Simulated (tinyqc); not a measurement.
Metal gate on a two-layer dielectric stack with fixed charge and a dipole: one step of the calculation.

Gate, layer 2, layer 1, p-type semiconductor; x runs from the gate inwards. Charges are counted in units of +q. psi is the band bending at the surface, positive towards inversion. Classical charge, Boltzmann statistics, no interface traps.

Task. Fields and voltage drops. EOT = 3.9 (t1/e1 + t2/e2), Cox = eps0/(t1/e1 + t2/e2); phi_ms = pM - (chi + Eg - Vt ln(Nv/Na)).

Gauss: D = -Qs just inside the semiconductor; going towards the gate subtract q Q1, then q r1 t1, q Q2 and q r2 t2. Field = D/(eps0 e); the drop over a layer is its mean field times its thickness; Vg = phi_ms + Vd + psi + both drops.

Parameters, values chosen for the exercise; band and dielectric values close to those of silicon, layer 1 close to silicon dioxide, layer 2 close to hafnium oxide:
- T = 300 K (temperature)
- Eg = 1.11 eV (band gap)
- eps_r = 11.8 (relative permittivity)
- Nv = 2.62e19 cm^-3 (valence-band density of states at T)
- chi = 3.99 eV (electron affinity)
- Na = 1.8e17 cm^-3 (acceptor density)
- pM = 4.56 eV (work function of the gate metal)
- t1 = 1.3 nm (thickness of layer 1, next to the semiconductor)
- e1 = 4.02 (relative permittivity of layer 1)
- t2 = 4 nm (thickness of layer 2, next to the gate)
- e2 = 21.9 (relative permittivity of layer 2)
- Q1 = 3.2e11 cm^-2 (fixed charge at the semiconductor interface)
- Q2 = 1.8e11 cm^-2 (fixed charge between the layers)
- r1 = 0 cm^-3 (uniform charge density in layer 1)
- r2 = 0 cm^-3 (uniform charge density in layer 2)
- Vd = 0.18 V (flat-band shift by a dipole layer between the layers)
- ps = -0.121 V (band bending psi of the working point)

Constants: q = 1.602176634e-19 C, kB = 1.380649e-23 J/K, Vt = kB T/q, eps0 = 8.8541878128e-14 F/cm where lengths are in cm. Results are converted to the units shown.

Qs = 0.39890703 uC/cm^2

Wanted: D; field; drop over layer 2; drop over layer 1; Vg.

Result.

```
place                        D (uC/cm^2)  field (MV/cm)
layer 2, gate side               -0.4790         -0.247
layer 2, inner side              -0.4790         -0.247
layer 1, outer side              -0.4502         -1.265
layer 1, semiconductor side      -0.4502         -1.265
semiconductor surface            -0.3989         -0.382
```

drop over layer 2 = -0.09881 V
drop over layer 1 = -0.1644 V
Vg = -0.6155 V

The same Vg follows from Vfb + psi - Qs/Cox. The largest field, 1.26 MV/cm in size, is at: layer 1, outer side.

Range of the model: At the working point ps the carrier density at the surface is 0.74 times the band density of states, where degeneracy and quantisation, left out here, matter.

Computed by the program tinyqc: `OMP_NUM_THREADS=1 python tinyqc.py 2010092 2010093 out.jsonl`, one thread of a shared Intel Xeon 2.30GHz, about 0.01 s for the whole run.
